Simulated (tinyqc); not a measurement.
# Cabrera-Mott growth of a thin oxide under its own electric field, step by step

A worked calculation. Computed by tinyqc, a small Python program that keeps every step. Command: `OMP_NUM_THREADS=1 python tinyqc.py 3002525 3002526 out.jsonl cabrera walk`. One thread of a shared host (Intel(R) Xeon(R) Processor @ 2.30GHz), about 0.02 s of CPU time with the checks. Intermediate numbers are printed to about 6 digits and carried at full precision; extremes and crossings named in words are read from the listed rows.

Electrons cross the film freely and set a fixed potential V across it; the field V/x lowers the barrier for ions entering the oxide.

Inputs (values chosen for the exercise, for a model metal):
```
quantity,value,unit
barrier W,1.39,eV
Mott potential V,1.6,V
ion charge number z,2,-
half jump distance b,1.5,angstrom
prefactor u0 = N Omega nu,3e+13,angstrom/s
temperature T,300,K
starting thickness x0,4.7,angstrom
time t,260,s
```

Backward hops: ignored.

Constants: k_B = 8.617333262e-05 eV/K.

## Scales

u = u0 exp(-W/(k_B T)), X1 = z b V/(k_B T) with V in volts and k_B T in eV; dx/dt = u exp(X1/x).

u = 1.33705e-10 angstrom/s

X1 = 185.672 angstrom

## Field and rate at the start

Field E = V/x; the barrier is lowered by z b V/x.

field = 34.0426 MV/cm

barrier lowering = 1.02128 eV

rate = 1.91797e+07 angstrom/s

## Thickness after time t

t(x) = int_(x0)^x dx / (dx/dt) by Gauss-Legendre quadrature (80 points on each side of (x0 + 2 x)/3), solved for x.

thickness x = 11.1421 angstrom

rate at time t = 0.00230820 angstrom/s

field at time t = 14.3600 MV/cm

X1/x = 16.7: the field term still rules. Caution: the starting field or rate is formal: the first layers form as fast as oxygen arrives.

## Limiting thickness

Growth counts as stopped when u exp(X1/x) falls to 1e-5 angstrom/s: x_L = X1/ln(1e-5/u), defined while u is below that rate; the critical temperature is T_c = W/(k_B ln(u0/1e-5)).

limiting thickness x_L = 16.5447 angstrom

critical temperature T_c = 379.133 K

T is below T_c, so the rate is below that level in any film thicker than x_L; growth goes on there, ever more slowly.

## Growth over eight decades

Closed form for thin films (leading term of the integral): x solves (x^2/(u X1)) exp(-X1/x) = t.

Thickness:
```
t (s),x (angstrom),1/x (1/angstrom),closed form (angstrom)
1.00e+00,8.5491,0.116971,8.5187
1.00e+01,9.4676,0.105624,9.4269
1.00e+02,10.5954,0.094380,10.5397
1.00e+03,12.0102,0.083262,11.9312
1.00e+04,13.8317,0.072298,13.7149
1.00e+05,16.2533,0.061526,16.0719
1.00e+06,19.6074,0.051001,19.3070
1.00e+07,24.5079,0.040803,23.9678
1.00e+08,32.2042,0.031052,31.1197
```

Per decade of time the film gains 0.92 angstrom at first and 7.7 at the end. The inverse-logarithmic law predicts -X1 d(1/x)/d ln t near 1; the rows give 0.91 at first and 0.79 at the end. The closed form misses by at most 3.4 %, as it needs x well below X1 and above x0.

Checks made by the program: quadrature against adaptive integration (relative difference 5e-10).
